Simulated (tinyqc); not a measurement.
Avalanche multiplication and breakdown of a junction from ionisation integrals: one step, computed by the program tinyqc. Command: `OMP_NUM_THREADS=1 python tinyqc.py 3011598 3011599 out.jsonl impact walk`. One thread of a shared host (Intel(R) Xeon(R) Processor @ 2.30GHz), about 0.01 s of CPU time with the checks.

Ionisation coefficients follow the local field. Position x runs through the depletion layer from the p side (x = 0), where electrons enter, to the n side (x = w), where holes enter. The built-in voltage is neglected.

Question. On-resistance of the drift layer. R_on = w/(e mu N) with w the width at breakdown; figure of merit V_B^2/R_on; for a triangular field it equals eps eps_0 mu F_m^3/4.

Inputs (values chosen for the exercise, modelled on GaN): permittivity eps = 9.7; drift-layer mobility mu = 1200 cm^2/(V s); doping N of the lightly doped side = 2.4e+17 1/cm^3.

Junction: one-sided abrupt p+n.

width at breakdown = 0.8687030 micrometre

breakdown voltage = 168.9328 V

critical field F_m = 3.889310 MV/cm

Constants: e = 1.602176634e-19 C; eps_0 = 8.8541878128e-12 F/m.

Give: specific on-resistance; V_B^2/R_on; eps eps_0 mu F_m^3/4.

Answer.

specific on-resistance = 0.001883 milliohm cm^2

V_B^2/R_on = 15159 MW/cm^2

eps eps_0 mu F_m^3/4 = 15159 MW/cm^2
